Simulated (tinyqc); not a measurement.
Thermal, flicker and telegraph noise of a field-effect transistor: one step, computed by the program tinyqc.

Strong inversion, threshold roll-off and channel-length modulation left out; noise sources are uncorrelated and are given as one-sided spectral densities.

Problem. How many traps? Active traps per decade of time constant: N_dec = N_t k_B T W L lambda ln(10); a single trap at the interface shifts the threshold by e/(W L C_ox) and the current by g_m times that; tunnelling depth for frequency f, z = lambda ln(1/(2 pi f tau_0)), tau_0 = 1e-10 s.

Inputs (values chosen for the exercise, modelled on a silicon n-channel):
```
quantity                  value         unit
width W                     180   micrometre
length L                   2800           nm
oxide trap density N_t  1.9e+18  1/(eV cm^3)
frequency f                  10           Hz
temperature T               200            K
```

Operating region: saturation. Flicker model: number fluctuation.

tunnelling length lambda = 1.137608 angstrom

C_ox = 1.190736 microfarad/cm^2

g_m = 11601.21 microsiemens

drain current I = 4646.226 microampere

Constants: k_B = 8.617333262e-05 eV/K; e = 1.602176634e-19 C.

Give: traps per decade; threshold step of one trap; current step of one trap; depth probed at f.

Solution.

traps per decade = 4323

threshold step of one trap = 2.670e-05 mV

current step of one trap = 6.666e-06 %

depth probed at f = 2.148 nm

With several traps per decade their Lorentzians merge into 1/f.
